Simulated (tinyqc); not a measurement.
Gas flow in a process chamber: flow regimes, conductance, effective pumping speed, pump-down, outgassing and purge: one step, computed by the program tinyqc.

Ideal gas, isothermal flow, a pump of constant speed at the end of a round pipe; process gas, volume gas and outgassing are given the same properties. 1 sccm = 101325 Pa x 1e-6 m^3/60 s x T/273.15 K.

Problem. Molecular flow. Mean speed c = sqrt(8 k_B T/(pi m)); aperture conductance C_a = c pi d^2/16; molecular pipe C_m = C_a/(1 + 3 l/(4 d)) (Dushman form); viscous pipe C_v = pi d^4 p_mean/(128 eta l); Knudsen interpolation C = C_v + C_m (1 + x)/(1 + 1.24 x), x = d p_mean sqrt(m/(k_B T))/eta. Effective speed 1/S_eff = 1/S + 1/C_m; time constant V/S_eff; pressure at which the free path k_B T/(sqrt2 pi d_m^2 p) equals d.

Inputs (values chosen for the exercise, modelled on oxygen near room temperature):

| quantity | value | unit |
|---|---|---|
| molar mass M | 32 | g/mol |
| molecular diameter | 0.36 | nm |
| temperature T | 293 | K |
| chamber volume V | 19 | L |
| pipe diameter d | 10 | cm |
| pipe length l | 13 | cm |
| pump speed S | 53 | L/s |

Constants: k_B = 1.380649e-23 J/K; u = 1.6605390666e-27 kg.

Give: mean speed c; C_a; C_m; S_eff in molecular flow; time constant; pressure where the free path equals d.

Solution.

mean speed c = 440.3 m/s

C_a = 864.5 L/s

C_m = 437.7 L/s

S_eff in molecular flow = 47.28 L/s

time constant = 0.4019 s

pressure where the free path equals d = 0.07026 Pa

The pipe passes on 89 % of the pump speed.
